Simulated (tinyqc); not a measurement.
# Random telegraph noise from one oxide trap in a small MOSFET, step by step

Computed by the program tinyqc: `OMP_NUM_THREADS=1 python tinyqc.py 2710111 2710112 out.jsonl`, one thread of a shared Intel Xeon 2.30GHz, about 0.01 s for the whole run. Printed values are rounded.

An acceptor-like trap exchanges electrons with the channel. Inversion charge Q = Cox u, u = n Vt W0(exp((Vg - VT)/(n Vt))), W0 the Lambert function, n = nf, Cox = eps0 eox/tox; linear regime Id = (W/L) mu Q Vd. Relative to threshold the surface potential rises by Vt ln(u/u0) and the oxide voltage by the rest of Vg - VT, with u0 = n Vt W0(1).

Parameters, values chosen for the exercise; values of the order met in silicon transistors: temperature T = 250 K; relative permittivity of the gate insulator (close to silicon nitride) eox = 7.4; insulator thickness tox = 6.1 nm; depth of the trap from the channel interface xt = 1.1 nm; trap level above the channel Fermi level at threshold E0 = 0.08 eV; capture prefactor s0 = 1e-17 cm^2; capture barrier (lattice relaxation) EB = 0.46 eV; tunnelling decay length lt = 0.13 nm; thermal velocity vth = 1.6e7 cm/s; thickness of the inversion layer zi = 1.6 nm; threshold voltage VT = 0.35 V; body factor nf = 1.25; gate width W = 30 nm; gate length L = 75 nm; mobility mu = 270 cm^2/(V s); scattering coefficient of the charged trap asc = 0 V s; drain voltage Vd = 0.05 V; gate voltage Vg = 0.6 V.

Constants: q = 1.602176634e-19 C, kB = 1.380649e-23 J/K, Vt = kB T/q, eps0 = 8.8541878128e-14 F/cm where lengths are in cm. Results are converted to the units shown.

Range of the model: VT is taken as given; short-channel effects and the uneven flow of current among few electrons are left out.

## Trap level, time constants and occupancy

N = Cox u/q; dpsi = Vt ln(u/u0); E = E0 - dpsi - (xt/tox)(Vg - VT - dpsi); capture time tc = 1/[(N/zi) vth s0 exp(-xt/lt - EB/Vt)]; emission time te = tc exp(-E/Vt); occupancy te/(tc + te).

u = 0.196482 V
N = 1.31723e12 cm^-2
dpsi = 0.0550325 V
E = -0.0101906 eV
tc = 6734.86 s
te = 10808.4 s
occupancy = 0.616100

The trap lies 0.47 Vt below the Fermi level, so it is filled 61.6 % of the time.

## Step height

A = W L; threshold step dV = q (1 - xt/tox)/(Cox A); gm/Id = 1/(u + n Vt); relative step dI/I = (gm/Id) dV + asc mu/A. Id as defined.

electrons in the channel N A = 29.6378
dV = 5.43397 mV
gm/Id = 4.47605 1/V
number part of dI/I = 2.43227 %
dI/I = 2.43227 %
Id = 1.13964 uA
dI = 27.7191 nA

## Lorentzian spectrum

Spectrum S(f) = 4 dI^2/{(tc + te)[(1/tc + 1/te)^2 + (2 pi f)^2]}; corner fc = (1/tc + 1/te)/(2 pi); variance dI^2 tc te/(tc + te)^2. Give S at f = 0, at fc and at 10 fc.

fc = 3.83566e-5 Hz
S(0) = 3.01626e-12 A^2/Hz
S(fc) = 1.50813e-12 A^2/Hz
S(10 fc) = 2.98639e-14 A^2/Hz
rms current = 13.4808 nA

The rms value is 0.486 of the step; it reaches its largest share, 1/2, when tc = te.
